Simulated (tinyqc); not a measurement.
Surface potential of a MOS transistor: implicit equation and explicit approximations: one step of the calculation.

p-type body, charge-sheet picture, depletion and inversion only, full ionisation (an idealisation for deep acceptors), Boltzmann statistics (rough once Na exp(x - xn) passes about Nc/7). In units of Vt: xg = (Vg - Vfb)/Vt, x = psi/Vt, G = gamma/sqrt(Vt), xn = (2 phiF + Vc)/Vt. The implicit equation is (xg - x)^2 = G^2 [x - 1 + exp(x - xn)] for x above about 3. Cox = eps0 eox/tox.

Task. New x. D = exp(x - xn), f = (xg - x)^2 - G^2 (x - 1 + D), f' = -2 (xg - x) - G^2 (1 + D), x(new) = x - f/f'.

x after iteration 1 = 78.094850
G = 1.0696105
xn = 71.431005
xg = 108.30884

Give: D; f; f'; x after iteration 2.

Result.

D = 783.56
f = -71.759
f' = -958.01
x after iteration 2 = 78.020

Program tinyqc, `OMP_NUM_THREADS=1 python tinyqc.py 2122026 2122027 out.jsonl`; Intel Xeon 2.30GHz, shared host, one thread, about 0.01 s.
